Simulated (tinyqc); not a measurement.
Metal-induced gap states at the contact of a metal chain and a two-band chain, step by step. Values are carried at full precision from step to step, so a last printed digit may differ when a step is redone from the rounded ones.

The semiconductor alternates sites A at -Eg/2 and C at +Eg/2 with hopping -t; the gap runs from -Eg/2 to Eg/2. In the gap cosh(q a) = 1 + (Eg^2/4 - E^2)/(2 t^2) and the amplitude changes by -exp(-q a) a period. The metal has site energy 0 and hopping -tm; its end site has g_m = (E - i sqrt(4 tm^2 - E^2))/(2 tm^2). Sites 1, 2, ... count into the semiconductor, with energies e1, e2 alternating. The clean half chain has g1 = 1/(E - e1 - t^2 g2), g2 = 1/(E - e2 - t^2 g1), decaying root. With the contact G11 = 1/(1/g1 - tc^2 g_m), and the density on site j is -Im G_jj/pi = |psi_j/psi_1|^2 (-Im G11/pi), per spin, with psi_2/psi_1 = -t g2, psi_3/psi_2 = -t g1.

Constants: e^2/(4 pi eps0) = 14.39964547 eV angstrom.

Inputs chosen for the exercise (gap and optical dielectric constant near those of GaN; the chain itself is a model; shifted at random, so the results belong to these values and not to a real crystal):
```
symbol  value  unit      meaning
Eg      3.46   eV        gap
t       2.05   eV        hopping in the semiconductor
a       3.19   angstrom  period (two sites); one chain for each area a^2
E       -0.76  eV        energy from mid-gap
tm      1.56   eV        hopping in the metal
tc      1.32   eV        hopping across the contact
end     A                site that touches the metal
eps     5.2              dielectric constant
```

## Decay in the gap

Form cosh(q a), l = exp(-q a), q and the decay length 1/(2q) of the density.

cosh(q a) = 1.28736
l = 0.47662
q = 0.23230 1/angstrom
xi, the decay length of the density = 2.152 angstrom

## Green functions

The decaying root is g1 = (1 - l)/(E - e1), g2 = (1 - l)/(E - e2), l = exp(-q a). Form them, g_m and G11.

g1, g2 (1/eV): 0.53957  -0.21019

g_m = -0.15615-0.62172i 1/eV
G11 = 0.37348-0.19035i 1/eV

## Density site by site

D1 = -Im G11/pi, D2 = (t g2)^2 D1, and each further period multiplies by l^2. The sum over all sites is (D1 + D2)/(1 - l^2). The Green functions stand in the order g1, g2.

density on sites 1 to 8 (1/eV): 0.06059  0.01125  0.01376  0.00256  0.00313  0.00058  0.00071  0.00013

Ds, the density per spin summed over the semiconductor = 0.09296 1/eV

The first period holds 77 % of the gap states at this energy.

## Pinning factor

Gap states per area N = 2 Ds/a^2 (two spins). Charge in them sits a distance xi from the metal, so S = 1/(1 + 4 pi e^2 N xi/eps), e^2 meaning e^2/(4 pi eps0); S is the change of the barrier per change of the metal work function.

N = 1.827e+14 1/(eV cm^2)
4 pi e^2 N xi/eps = 1.3684
S = 0.4222

Partial pinning, between the Bardeen (0) and Schottky (1) limits.

## Checks

- g1 from the closed form against decimation: both 0.539568.

Computed by tinyqc, a small Python program: `OMP_NUM_THREADS=1 python tinyqc.py 1481281 1481282 out.jsonl` (the numbers bound the seed that draws the inputs); one thread of a shared host (Intel(R) Xeon(R) Processor @ 2.30GHz), about 0.01 s for the whole set of steps.
